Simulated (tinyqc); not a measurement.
Inside a calculation. Method: Hueckel theory of the pi electrons with the omega technique, for the molecule C=Cc1cccc(F)c1 (SMILES; centres numbered as the heavy atoms are written). One step of it, computed by the program tinyqc.

Problem. Omega technique, round 1. h_r = h_r(0) + omega q_r, omega = 1.4, with q_r = z_r - P_rr; 0.5 of the old diagonal is kept.

Hueckel matrix in units of beta (H = alpha + beta A), lower triangle:
```
          1C        2C        3C        4C        5C        6C        7C        8F
1C  0.000000
2C  1.000000  0.000000
3C  0.000000  1.000000  0.000000
4C  0.000000  0.000000  1.000000  0.000000
5C  0.000000  0.000000  0.000000  1.000000  0.000000
6C  0.000000  0.000000  0.000000  0.000000  1.000000  0.000000
7C  0.000000  0.000000  0.000000  0.000000  0.000000  1.000000  0.000000
8F  0.000000  0.000000  0.000000  0.000000  0.000000  0.000000  0.790000  3.050000
9C  0.000000  0.000000  1.000000  0.000000  0.000000  0.000000  1.000000  0.000000

          9C
9C  0.000000
```

charge and bond-order matrix P, lower triangle:
```
           1C         2C         3C         4C         5C         6C        7C         8F
1C   0.999591
2C   0.911436   1.000224
3C   0.000633   0.405684   0.998836
4C  -0.252131   0.001383   0.609074   1.018764
5C   0.000750  -0.048741  -0.001387   0.677443   0.998342
6C   0.203390  -0.002020  -0.299358  -0.021809   0.660819   1.027327
7C  -0.002770  -0.047227   0.006044  -0.315983   0.007176   0.646489  0.960843
8F   0.003802   0.009406  -0.012421   0.073071  -0.014338  -0.111132  0.186111   1.966359
9C  -0.253621  -0.002137   0.612078  -0.022698  -0.318986   0.028486  0.666116  -0.115588

          9C
9C  1.029715
```

Centres:
```
centre  z_r, pi electrons of the neutral centre         h
1C                                            1  0.000000
2C                                            1  0.000000
3C                                            1  0.000000
4C                                            1  0.000000
5C                                            1  0.000000
6C                                            1  0.000000
7C                                            1  0.000000
8F                                            2  3.050000
9C                                            1  0.000000
```

Give: matrix after round 1.

Solution.

matrix after round 1, lower triangle:
```
       1C     2C     3C      4C     5C      6C     7C     8F
1C  0.000
2C  1.000  0.000
3C  0.000  1.000  0.001
4C  0.000  0.000  1.000  -0.013
5C  0.000  0.000  0.000   1.000  0.001
6C  0.000  0.000  0.000   0.000  1.000  -0.019
7C  0.000  0.000  0.000   0.000  0.000   1.000  0.027
8F  0.000  0.000  0.000   0.000  0.000   0.000  0.790  3.074
9C  0.000  0.000  1.000   0.000  0.000   0.000  1.000  0.000

        9C
9C  -0.021
```
